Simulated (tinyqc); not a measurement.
Charge control and current of a heterostructure field-effect transistor: one step, computed by the program tinyqc.

Two subbands in a triangular well; E_F is counted from the conduction band edge of the channel at the interface.

Question. Saturation current. With V = e n_s/C_g and V_c = v_s L/mu: for v = mu F/(1 + mu F/v_s), V_Dsat = V_c (sqrt(1 + 2V/V_c) - 1) and I/W = C_g v_s (V - V_Dsat); g_m = dI/dV; extrinsic g_m/(1 + g_m R_S); f_T = g_m/(2 pi C_g L).

Inputs (values chosen for the exercise, modelled on AlGaN/GaN):

| quantity | value | unit |
|---|---|---|
| mobility mu | 1400 | cm^2/(V s) |
| saturation velocity v_s | 1.1 | 1e7 cm/s |
| gate length L | 970 | nm |
| source resistance R_S | 0.49 | ohm mm |
| temperature T | 400 | K |

Charge source: polarisation. Velocity law: smooth.

sheet density n_s = 8.194712e+12 1/cm^2

gate capacitance C_g = 0.5402454 microfarad/cm^2

Constants: e = 1.602176634e-19 C.

Give: V; V_c; V_Dsat; saturation current I/W; intrinsic g_m; extrinsic g_m; intrinsic f_T.

Answer.

V = 2.430 V

V_c = 0.7621 V

V_Dsat = 1.308 V

saturation current I/W = 667.0 mA/mm

intrinsic g_m = 375.5 mS/mm

extrinsic g_m = 317.1 mS/mm

intrinsic f_T = 11.40 GHz

V/V_c = 3.19: velocity saturation rules; I is 46 % of e n_s v_s = 1440 mA/mm.
